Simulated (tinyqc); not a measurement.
## Disorder from G

Problem. In a one-dimensional band with self-consistent Born disorder, 1/G^2 = (z - D G)^2 - 4 t^2, z = E + i eta, where z - D G has a positive imaginary part. Find D and Sigma = D G.

Values chosen for this exercise: hopping t = 1 eV; bare broadening eta = 0.01 eV; energy from the band centre E = 2.112 eV.

G = 0.35923201-0.59545533i 1/eV

Solution. z - D G is the root of 1/G^2 + 4 t^2 with positive imaginary part; then D = (z - root)/G.

D = 0.830 eV^2
Sigma = 0.298-0.494i eV

Numbers from tinyqc (`OMP_NUM_THREADS=1 python tinyqc.py 2720025 2720026 out.jsonl`; about 0.01 s on one thread of a shared Intel Xeon 2.30GHz).
